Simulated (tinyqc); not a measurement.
Worked calculation (part 2 of 2): RHF in the sto-3g basis, for BeH2, spin multiplicity 1. Computed by tinyqc, a small Python program that keeps every step (integrals from PySCF). Command: `OMP_NUM_THREADS=1 python tinyqc.py 20924 20925 out.jsonl` (the two numbers bound the seeds that draw the settings). One thread of a shared host (Intel(R) Xeon(R) Processor @ 2.60GHz), about 0.07 s of CPU time with the checks.

Geometry (angstrom):
```
atom         x          y         z
Be    0.000000   0.000000  0.000000
H     0.000000   1.581000  0.000000
H     0.000000  -1.535000  0.000000
```

## Iteration 6 (converged): orbitals

converged F (hartree), order 1Be 1s, 1Be 2s, 1Be 2px, 1Be 2py, 1Be 2pz, 2H 1s, 3H 1s:
$$\begin{pmatrix}
-4.529489 & -1.289625 & 0.000000 & 0.000014 & 0.000000 & -0.210398 & -0.232482 \\
-1.289625 & -0.595732 & 0.000000 & 0.006001 & 0.000000 & -0.333874 & -0.348482 \\
0.000000 & 0.000000 & 0.213818 & 0.000000 & 0.000000 & 0.000000 & 0.000000 \\
0.000014 & 0.006001 & 0.000000 & -0.149827 & 0.000000 & -0.300055 & 0.307201 \\
0.000000 & 0.000000 & 0.000000 & 0.000000 & 0.213818 & 0.000000 & 0.000000 \\
-0.210398 & -0.333874 & 0.000000 & -0.300055 & 0.000000 & -0.228855 & -0.015683 \\
-0.232482 & -0.348482 & 0.000000 & 0.307201 & 0.000000 & -0.015683 & -0.242876
\end{pmatrix}$$

X, order 1Be 1s, 1Be 2s, 1Be 2px, 1Be 2py, 1Be 2pz, 2H 1s, 3H 1s:
$$\begin{pmatrix}
0.037455 & -0.398645 & 0.919732 & 0.000000 & 0.000000 & 0.248792 & 0.115824 \\
-0.138349 & 1.085517 & -0.055697 & 0.000000 & 0.000000 & 0.487995 & 0.232054 \\
0.000000 & 0.000000 & 0.000000 & 0.933171 & -0.359433 & 0.000000 & 0.000000 \\
1.191321 & 0.118864 & 0.003686 & 0.000000 & 0.000000 & 0.242234 & -0.499491 \\
0.000000 & 0.000000 & 0.000000 & 0.359433 & 0.933171 & 0.000000 & 0.000000 \\
-0.763181 & -0.760269 & -0.320288 & 0.000000 & 0.000000 & 0.487125 & -0.198030 \\
0.940441 & -0.591974 & -0.309411 & 0.000000 & 0.000000 & 0.150335 & 0.501560
\end{pmatrix}$$

Diagonalise F' = X^T F X, C = X C', fill 3 alpha and 3 beta electrons from the bottom; D = 2 C_occ C_occ^T. Each column has its largest component positive (the first on a tie).

F' = X^T F X (hartree):
$$\begin{pmatrix}
0.705198 & 0.034690 & -0.049800 & 0.000000 & 0.000000 & 0.005156 & -0.055822 \\
0.034690 & 0.234949 & 0.699558 & 0.000000 & 0.000000 & 0.265821 & 0.119262 \\
-0.049800 & 0.699558 & -3.518728 & 0.000000 & 0.000000 & -1.506361 & -0.713198 \\
0.000000 & 0.000000 & 0.000000 & 0.213818 & 0.000000 & 0.000000 & 0.000000 \\
0.000000 & 0.000000 & 0.000000 & 0.000000 & 0.213818 & 0.000000 & 0.000000 \\
0.005156 & 0.265821 & -1.506361 & 0.000000 & 0.000000 & -1.131530 & -0.363764 \\
-0.055822 & 0.119262 & -0.713198 & 0.000000 & 0.000000 & -0.363764 & -0.548974
\end{pmatrix}$$

orbital energies (hartree): MO1 -4.532848, MO2 -0.419577, MO3 -0.376328, MO4 0.213818, MO5 0.213818, MO6 0.359335, MO7 0.710333

coefficients C, order 1Be 1s, 1Be 2s, 1Be 2px, 1Be 2py, 1Be 2pz, 2H 1s, 3H 1s:
$$\begin{pmatrix}
0.991859 & -0.211784 & -0.021137 & 0.000000 & 0.000000 & -0.228885 & 0.008217 \\
0.031162 & 0.602041 & 0.066245 & 0.000000 & 0.000000 & 1.059035 & -0.056667 \\
0.000000 & 0.000000 & 0.000000 & 0.519197 & 0.854655 & 0.000000 & 0.000000 \\
-0.000093 & -0.050719 & 0.493406 & 0.000000 & 0.000000 & 0.031571 & 1.222513 \\
0.000000 & 0.000000 & 0.000000 & 0.854655 & -0.519197 & 0.000000 & 0.000000 \\
-0.003810 & 0.346248 & 0.470116 & 0.000000 & 0.000000 & -0.750450 & -0.797157 \\
-0.003795 & 0.434019 & -0.384501 & 0.000000 & 0.000000 & -0.709970 & 0.874343
\end{pmatrix}$$

D after iteration 6, order 1Be 1s, 1Be 2s, 1Be 2px, 1Be 2py, 1Be 2pz, 2H 1s, 3H 1s:
$$\begin{pmatrix}
2.058168 & -0.195988 & 0.000000 & 0.000439 & 0.000000 & -0.174092 & -0.175109 \\
-0.195988 & 0.735625 & 0.000000 & 0.004296 & 0.000000 & 0.478959 & 0.471415 \\
0.000000 & 0.000000 & 0.000000 & 0.000000 & 0.000000 & 0.000000 & 0.000000 \\
0.000439 & 0.004296 & 0.000000 & 0.492043 & 0.000000 & 0.428794 & -0.423455 \\
0.000000 & 0.000000 & 0.000000 & 0.000000 & 0.000000 & 0.000000 & 0.000000 \\
-0.174092 & 0.478959 & 0.000000 & 0.428794 & 0.000000 & 0.681823 & -0.060935 \\
-0.175109 & 0.471415 & 0.000000 & -0.423455 & 0.000000 & -0.060935 & 0.672456
\end{pmatrix}$$

Within a degenerate level the vectors are fixed only up to a rotation; this is one choice.

## Convergence

Stop when the energy changes by less than 1e-10 hartree and every element of the error matrix X^T (F D S - S D F) X is below 3e-06.

Course of the cycle:
```
iteration   E (hartree)     change  largest element of the error matrix
1          -15.48401309          -                             2.06e-01
2          -15.51583006  -3.18e-02                             2.51e-02
3          -15.51648346  -6.53e-04                             3.26e-03
4          -15.51650702  -2.36e-05                             2.68e-04
5          -15.51650714  -1.21e-07                             3.18e-06
6          -15.51650714  -1.54e-11                             5.18e-07
```

PySCF RHF in the same basis = -15.51650714 hartree

Converged in 6 iterations.

## Populations, bond orders and dipole

overlap S, order 1Be 1s, 1Be 2s, 1Be 2px, 1Be 2py, 1Be 2pz, 2H 1s, 3H 1s:
$$\begin{pmatrix}
1.000000 & 0.259517 & 0.000000 & 0.000000 & 0.000000 & 0.040935 & 0.045272 \\
0.259517 & 1.000000 & 0.000000 & 0.000000 & 0.000000 & 0.366672 & 0.383723 \\
0.000000 & 0.000000 & 1.000000 & 0.000000 & 0.000000 & 0.000000 & 0.000000 \\
0.000000 & 0.000000 & 0.000000 & 1.000000 & 0.000000 & 0.450266 & -0.465556 \\
0.000000 & 0.000000 & 0.000000 & 0.000000 & 1.000000 & 0.000000 & 0.000000 \\
0.040935 & 0.366672 & 0.000000 & 0.450266 & 0.000000 & 1.000000 & 0.014251 \\
0.045272 & 0.383723 & 0.000000 & -0.465556 & 0.000000 & 0.014251 & 1.000000
\end{pmatrix}$$

Mulliken: Z minus the diagonal of D S on the atom; Loewdin: the same with S^(1/2) D S^(1/2); Mayer order: 2 sum_s sum (D(s) S)_ij (D(s) S)_ji over the two atoms.

Charges (e):
```
atom   Mulliken    Loewdin
1Be    0.084215   0.071929
2H    -0.042521  -0.036548
3H    -0.041695  -0.035381
```

Mayer bond orders:
```
pair     order
2-1   0.992472
3-1   0.992541
3-2   0.005720
```

dipole moment about the origin, x y z (debye): [0.000000, -0.017710, 0.000000]
